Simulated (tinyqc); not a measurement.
Virtual-crystal alloy in the empirical-pseudopotential method, step by step. Values are carried at full precision from step to step, so a last printed digit may differ when a step is redone from the rounded ones.

Virtual crystal A(1-x)B(x): a = (1 - x) a_A + x a_B. Rule linear: V = (1 - x) V_A + x V_B. Rule volume: V = [(1 - x) a_A^3 V_A + x a_B^3 V_B]/a^3, since a form factor is an atomic potential divided by the cell volume.

Constants: hbar^2/2m0 = 3.80998211 eV angstrom^2; Ry = 13.60569312 eV.

Values chosen for the exercise (classic local form factors of the size used for GaP (A) and InP (B), which place X and L only to a few tenths of an eV; not measured data): a = (5.435, 5.854) angstrom (lattice constants of A, B); VSA = (-0.223, 0.03, 0.071) Ry (symmetric form factors of A); VAA = (0.117, 0.069, 0.021) Ry (antisymmetric form factors of A); VSB = (-0.233, 0.01, 0.059) Ry (symmetric form factors of B); VAB = (0.069, 0.049, 0.011) Ry (antisymmetric form factors of B); rule = volume (mixing rule); x = 0.17 (fraction of B).

## The virtual crystal

Form a, the two weights and the form factors.

a = 5.5062 angstrom

weights of A and B: 0.79820  0.20429

VS at 3, 8, 11 (Ry): -0.22560  0.02599  0.06873

VA at 3, 4, 11 (Ry): 0.10749  0.06509  0.01901

## The six lowest plane waves at X

Empirical pseudopotential on the fcc lattice, atoms at +/- tau, tau = a (1,1,1)/8, no spin-orbit coupling. H(G,G') = c (2 pi/a)^2 |k + G|^2 delta + VS(q) cos(q.tau) + i VA(q) sin(q.tau), q = G - G', c = hbar^2/2m0; k and G in units of 2 pi/a; VS at |q|^2 = 3, 8, 11 and VA at 3, 4, 11, in rydberg, zero elsewhere. At each k the basis holds all G with |k + G|^2 up to 16; energies are counted from the fourth level at Gamma.

k = (1,0,0) with the small basis G = (0,0,0), (-2,0,0), (-1,1,1), (-1,-1,-1), (-1,1,-1), (-1,-1,1) in place of the full one.

H in this small basis (eV):
```
                  000           -200         -1+1+1         -1-1-1         -1+1-1         -1-1+1
000             4.961         0.886i  -2.170-1.034i   2.170+1.034i  -2.170+1.034i  -2.170+1.034i
-200          -0.886i          4.961   2.170-1.034i  -2.170+1.034i  -2.170-1.034i  -2.170-1.034i
-1+1+1  -2.170+1.034i   2.170+1.034i          9.922         -0.354         0.886i         0.886i
-1-1-1   2.170-1.034i  -2.170-1.034i         -0.354          9.922        -0.886i        -0.886i
-1+1-1  -2.170-1.034i  -2.170+1.034i        -0.886i         0.886i          9.922          0.354
-1-1+1  -2.170-1.034i  -2.170+1.034i        -0.886i         0.886i          0.354          9.922
```

## Levels in the small basis

Diagonalise; the gap between the fourth and fifth level is a first estimate of the direct gap at X.

levels (absolute scale of H) (eV): -0.491  5.103  9.569  9.569  12.791  13.071

gap = 3.222 eV

The full basis gives 4.464 eV for this gap.

## The lowest conduction band along Gamma-X and at L

Full basis at each k.

Levels (eV):
```
k           band 3  band 4  band 5  band 6
L           -0.905  -0.905   2.445   5.361
(0.00,0,0)   0.000   0.000   2.454   5.026
(0.20,0,0)  -0.348  -0.348   3.556   4.544
(0.40,0,0)  -1.051  -1.051   3.482   4.859
(0.60,0,0)  -1.724  -1.724   2.711   3.876
(0.70,0,0)  -1.971  -1.971   2.444   3.326
(0.80,0,0)  -2.151  -2.151   2.275   2.897
(0.85,0,0)  -2.213  -2.213   2.221   2.738
(0.90,0,0)  -2.259  -2.259   2.188   2.615
(1.00,0,0)  -2.296  -2.296   2.168   2.510
```

On these points band 5 is lowest at (1.00,0,0), 2.168 eV above the valence top: in this model the gap is indirect, by a margin of 286 meV.

## Checks

- Fifth band at (0.85,0,0) against the equivalent point (0,0,-0.85), on the absolute scale of H (eV): both 11.1919.

tinyqc: `OMP_NUM_THREADS=1 python tinyqc.py 1050760 1050761 out.jsonl`; about 0.2 s, one thread, shared Intel(R) Xeon(R) Processor @ 2.30GHz.
